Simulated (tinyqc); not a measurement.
Gate length: charge control and current of a heterostructure field-effect transistor. Computed by tinyqc, a small Python program. Command: `OMP_NUM_THREADS=1 python tinyqc.py 3031015 3031016 out.jsonl hemt walk`. One thread of a shared host (Intel(R) Xeon(R) Processor @ 2.30GHz), about 0.01 s of CPU time with the checks.

Two subbands in a triangular well; E_F is counted from the conduction band edge of the channel at the interface.

Inputs (values chosen for the exercise, modelled on AlGaN/GaN): channel mass m = 0.21 m_0; permittivity eps (barrier and channel) = 9.63; barrier thickness d = 8.7 nm; Schottky barrier phi_B = 1.1 eV; conduction band offset dE_c = 0.48 eV; polarisation charge sigma/e = 1.7e+13 1/cm^2; gate voltage V_G = 0 V; mobility mu = 1900 cm^2/(V s); saturation velocity v_s = 1.5 1e7 cm/s; gate length L = 150 nm; source resistance R_S = 0.72 ohm mm; temperature T = 300 K; mixing = 0.3; iteration cap = 200.

Charge source: polarisation. Velocity law: two-piece.

Constants: e = 1.602176634e-19 C; eps_0 = 8.8541878128e-12 F/m; k_B = 8.617333262e-05 eV/K; hbar = 1.054571817e-34 J s; m_0 = 9.1093837015e-31 kg; k_B = 1.380649e-23 J/K.

Method:
- Threshold V_T = phi_B - dE_c - sigma d/(eps eps_0) (in volts); C_b = eps eps_0/d.
- Charge control: n_s = C_b (V_G - V_T - E_F/e)/e. Well: mean field F = e n_s/(2 eps eps_0), E_i = (hbar^2/2m)^(1/3) [(3 pi e F/2)(i + 3/4)]^(2/3), i = 0, 1; n_s = D k_B T sum_i ln(1 + exp((E_F - E_i)/k_B T)), D = m/(pi hbar^2), which is solved in closed form for E_F.
- Iteration from n_s = C_b (V_G - V_T)/(2e): E_F from n_s, n_out from the charge control, n_new = n_s + mixing (n_out - n_s), kept above n_s/10; stop when |n_out/n_s - 1| < 1e-9.
- C_g = e dn_s/dV_G = 1/(1/C_b + 1/C_q), 1/C_q = d(E_F/e)/d(e n_s) by a central difference of +/- 0.1 % in n_s; added distance dd = eps eps_0/C_q.
- With V = e n_s/C_g and V_c = v_s L/mu: for v = mu F up to v_s, I/W = C_g v_s V_c (sqrt(1 + (V/V_c)^2) - 1) and V_Dsat = V + V_c - sqrt(V^2 + V_c^2); g_m = dI/dV; extrinsic g_m/(1 + g_m R_S); f_T = g_m/(2 pi C_g L).

sheet density n_s = 1.07251e+13 1/cm^2

gate capacitance C_g = 0.831404 microfarad/cm^2

V = 2.06681 V

Scaling; the last columns are v_s/(2 pi L) and mu V/(2 pi L^2):
```
L (nm)  I/W (mA/mm)  g_m (mS/mm)  extrinsic g_m (mS/mm)   f_T (GHz)  velocity limit (GHz)  mobility limit (GHz)
30           2548.2       1247.0                 657.07  7.9572e+02                795.77            6.9443e+04
60           2519.1       1246.8                 657.00  3.9778e+02                397.89            1.7361e+04
120          2462.1       1245.8                 656.73  1.9874e+02                198.94            4.3402e+03
250          2343.1       1241.5                 655.52  9.5061e+01                 95.49            9.9999e+02
500          2131.8       1225.0                 650.89  4.6899e+01                 47.75            2.5000e+02
1000         1774.6       1165.0                 633.57  2.2302e+01                 23.87            6.2499e+01
2000         1274.5        991.0                 578.34  9.4854e+00                 11.94            1.5625e+01
5000          634.0        578.5                 408.38  2.2147e+00                  4.77            2.5000e+00
```

f_T scales as L^-1.00 at the short end and L^-1.59 at the long end; the two limits cross at L = mu V/v_s = 2620 nm. g_m tends to C_g v_s = 1250 mS/mm, and R_S cuts it by 47 % at the shortest gate. Fringe capacitances and short-channel effects, left out, lower f_T once L is below about ten barrier thicknesses.

Extremes, crossings and ranges named in words are read from the listed rows.
